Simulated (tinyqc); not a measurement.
From results back to parameters: six-band k.p model of the valence band of a wurtzite crystal. Three cases, with inputs chosen for the exercise.

Problem. In the quasi-cubic model the splittings of an unstrained wurtzite crystal obey (E1 - E2) + (E1 - E3) = Dcr + Dso and (E1 - E2)(E1 - E3) = (2/3) Dcr Dso. The two splittings are given, and it is known that Dcr < Dso.

Case 1.

E1 - E2, E1 - E3 (meV): 20.7723  426.9277

Case 2.

E1 - E2, E1 - E3 (meV): 14.9997  78.2003

Case 3.

E1 - E2, E1 - E3 (meV): 6.4455  24.8545

Find: sum; product; Dcr; Dso.

Solution. Dcr and Dso are the roots of t^2 - S t + (3/2) P = 0; the energies alone cannot tell which is which, since the formulas are symmetric in the two.

Case 1.

sum = 447.70 meV
product = 8868.3 meV^2
Dcr = 32.0 meV
Dso = 415.7 meV

Case 2.

sum = 93.20 meV
product = 1173.0 meV^2
Dcr = 26.3 meV
Dso = 66.9 meV

Case 3.

sum = 31.30 meV
product = 160.2 meV^2
Dcr = 13.5 meV
Dso = 17.8 meV

Computed by tinyqc, one run a case: `OMP_NUM_THREADS=1 python tinyqc.py N N+1 out.jsonl` with N = 1050425, 1050430, 1050884; one thread of a shared Intel(R) Xeon(R) Processor @ 2.30GHz, about 0.01 s a run at most.
